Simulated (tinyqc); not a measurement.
Finnis-Sinclair potential for a bcc metal: fit to cohesion and elasticity, then vacancy, surfaces and structure: one step, computed by the program tinyqc. Command: `OMP_NUM_THREADS=1 python tinyqc.py 3113373 3113374 out.jsonl fsfit walk`. One thread of a shared host (Intel(R) Xeon(R) Processor @ 2.30GHz), about 0.01 s of CPU time with the checks.

E = (1/2) sum V(r) - A sqrt(rho), rho = sum phi(r), phi = (r - d)^2 for r < d, V = (r - c)^2 (c0 + c1 r + c2 r^2) for r < c. In bcc the 8 first neighbours lie at sqrt(3) a/2 and the 6 second at a; both cut-offs lie below the third shell; Omega = a^3/2; E is per atom and z the number of atoms in a shell. The four constants A, c0, c1, c2 are fitted to E_c, zero pressure, B and C12 - C44 alone, so C44 and C11 - C12 are not matched singly; defects are unrelaxed.

Task: Three linear equations for c0, c1, c2. With v_k = (r - c)^2 r^k the rows are (1/2) sum z v_k, (1/2) sum z r v_k' and (1/2) sum z r^2 v_k''. With rho1 = sum z r phi' and rho2 = sum z r^2 phi'' the right-hand sides are: -E_c + A sqrt(rho) (cohesion); A rho1/(2 sqrt(rho)) (zero pressure); 9 B Omega + A [rho2/(2 sqrt(rho)) - rho1^2/(4 rho^(3/2))] with B = (C11 + 2 C12)/3.

Inputs (values chosen for the exercise, modelled on molybdenum):

| quantity | value | unit |
|---|---|---|
| lattice constant a | 3.147 | angstrom |
| cohesive energy E_c | 6.77 | eV |
| target C11 | 469 | GPa |
| target C12 | 166 | GPa |
| pair cut-off c/a | 1.048 | - |

rho = 23.18984 angstrom^2

A = 2.174705 eV/angstrom

rho1 = -102.1206 angstrom^2

rho2 = 237.6866 angstrom^2

Constants: 1 eV/angstrom^3 = 160.2176634 GPa.

Give: matrix; right-hand side.

Result:

matrix:
```
                 c0     c1      c2
cohesion        1.4    3.8    10.4
pressure      -15.3  -39.2  -100.1
bulk modulus  118.8  262.9   566.7
```

right-hand side (eV): 3.7  -23.1  236.6
